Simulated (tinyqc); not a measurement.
Heisenberg spin cluster by exact diagonalisation: multiplets, susceptibility, level crossings. Changing the field B. Computed by tinyqc, a small Python program. Command: `OMP_NUM_THREADS=1 python tinyqc.py 3011581 3011582 out.jsonl spincl sweep`. One thread of a shared host (Intel(R) Xeon(R) Processor @ 2.30GHz), about 0.01 s of CPU time with the checks.

H = J1 sum S_i.S_j over the bonds 1-2, 2-3 + J2 sum over 1-3 - g mu_B B S_z; J > 0 is antiferromagnetic.

Inputs (values chosen for the exercise, for a model cluster):
```
quantity        value  unit
exchange J1    -0.537   meV
exchange J2      0.54   meV
g factor          2.1     -
temperature T     1.3     K
```

Cluster: triangle, two J1 bonds and one J2 bond. Spin s of each site: 0.5.

Constants: k_B = 8.617333262e-05 eV/K; mu_B = 5.7883818060e-05 eV/T.

Method. Every multiplet has one member in the block S_z = 0.5; diagonalise it and read the total spin from <S^2> = S (S + 1). Each multiplet splits as E - g mu_B B m; <S_z> is the Boltzmann mean. The first level crossing is at the smallest (E_S - E_0)/(g mu_B (S - S_0)) over higher spins (0 if the ground state has the highest spin).

One run for each value:
```
field B (T)   <S_z>  first crossing field (T)
0.27         0.1172                    2.2335
0.46         0.1991                    2.2335
0.78         0.3352                    2.2335
1.30         0.5505                    2.2335
2.30         0.9365                    2.2335
3.80         1.3291                    2.2335
6.50         1.4895                    2.2335
11.00        1.4999                    2.2335
19.00        1.5000                    2.2335
32.00        1.5000                    2.2335
```

What does the table show, and why?

Over the rows, <S_z> rises from 0.117 to 1.50. At small field <S_z> is linear in B; any level crossing is rounded over k_B T/(g mu_B) = 0.92 T.

Extremes, crossings and ranges named in words are read from the listed rows.
